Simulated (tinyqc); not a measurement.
From results back to parameters: two-dimensional electron gas with Rashba and Dresselhaus coupling. Three cases, with inputs chosen for the exercise.

Problem. For pure Rashba coupling above the band crossing, k_outer - k_inner = al m/c with c = hbar^2/2m0, and each branch holds k^2/(4 pi) electrons per area. Beating of Shubnikov-de Haas oscillations gives the two densities; those below come from a hidden al (1e11/cm^2 = 1e-5/angstrom^2).

Constants: hbar^2/2m0 = 3.80998211 eV angstrom^2.

Case 1.

Values chosen (out of a larger set: of the size met in GaN; not measured data): m = 0.2216 m0 (mass).

densities (1e11/cm^2): outer 2.653541, inner 2.546459

Case 2.

Values chosen (out of a larger set: of the size met in InGaAs; not measured data): m = 0.0405 m0 (mass).

densities (1e11/cm^2): outer 9.052633, inner 7.947367

Case 3.

Values chosen (out of a larger set: of the size met in GaN; not measured data): m = 0.2231 m0 (mass).

densities (1e11/cm^2): outer 2.237189, inner 2.162811

Find: k_outer, k_inner; al.

Solution. k = sqrt(4 pi n) for each branch, and al = c (k_outer - k_inner)/m.

Case 1.

k_outer, k_inner (1/angstrom): 0.01826  0.01789

al = 0.00640 eV angstrom

Case 2.

k_outer, k_inner (1/angstrom): 0.03373  0.03160

al = 0.200 eV angstrom

Case 3.

k_outer, k_inner (1/angstrom): 0.01677  0.01649

al = 0.00480 eV angstrom

Computed by tinyqc, one run a case: `OMP_NUM_THREADS=1 python tinyqc.py N N+1 out.jsonl` with N = 1481316, 1481382, 1481405; one thread of a shared Intel(R) Xeon(R) Processor @ 2.30GHz, about 0.01 s a run at most.
